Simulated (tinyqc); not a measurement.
AlGaN/GaN HEMT with access regions, lumped model: one step of the calculation.

A polarisation-induced electron sheet under a Schottky gate, in series with two ungated access regions and contacts. Drift law v = mu E/(1 + mu E/vs) under the gate. Currents in mA/mm, resistances in ohm mm. No self-heating, no channel-length modulation; fits for polarisation, barrier and offset are chosen for the exercise.

Problem. Polarisation charge, threshold and sheet resistance. sigma = (5e13 x + 1.6e13 x^2) cm^-2, phiB = 0.84 + 1.3 x, dEc = 0.7 (1.71 x + x^2) in volts, Cb = eps0 eps_r/d, VT = phiB - dEc - q sigma/Cb, access density n0 = -Cb VT/q. Rsh = 1/(q mu n0); largest access current q n0 vs.

Inputs (values chosen for the exercise); values close to those of AlGaN/GaN structures: aluminium share of the barrier x = 0.25; barrier thickness d = 15 nm; relative permittivity of barrier and channel eps_r = 9.5; channel mobility mu = 1300 cm^2/(V s); saturation velocity vs = 1.6e7 cm/s.

Constants: q = 1.602176634e-19 C, eps0 = 8.8541878128e-14 F/cm where lengths are in cm. Results are converted to the units shown.

Find: sigma; Cb; VT; n0; Rsh; q n0 vs.

Solution.

sigma = 1.350e13 cm^-2
Cb = 0.5608 uF/cm^2
VT = -3.035 V
n0 = 1.062e13 cm^-2
Rsh = 452.0 ohm
q n0 vs = 2723 mA/mm

tinyqc, about 0.02 s, one thread, Intel Xeon 2.30GHz (shared host): `OMP_NUM_THREADS=1 python tinyqc.py 2570060 2570061 out.jsonl`
